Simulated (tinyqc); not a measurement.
## Bulk resistivity and mean free path from two films

Question. In the thick-film limit single-crystal films obey rho = rho0 (1 + 3 (1 - ps) lam/(8 d)). Find rho0, lam and the product rho0 lam.

Parameters, values chosen for the exercise: specular share of surface scattering ps = 0.2.

rho at d = 28 and 80 nm (uohm cm): [6.8908214, 6.3767875]

Answer. rho is a straight line in 1/d: the intercept is rho0 and the slope (3/8)(1 - ps) rho0 lam. Without ps only the product (1 - ps) lam could be found.

rho0 = 6.10 uohm cm
lam = 12.1 nm
rho0 lam = 73.8 uohm cm nm

Numbers from tinyqc (`OMP_NUM_THREADS=1 python tinyqc.py 2100068 2100069 out.jsonl`; about 0.01 s on one thread of a shared Intel Xeon 2.30GHz).
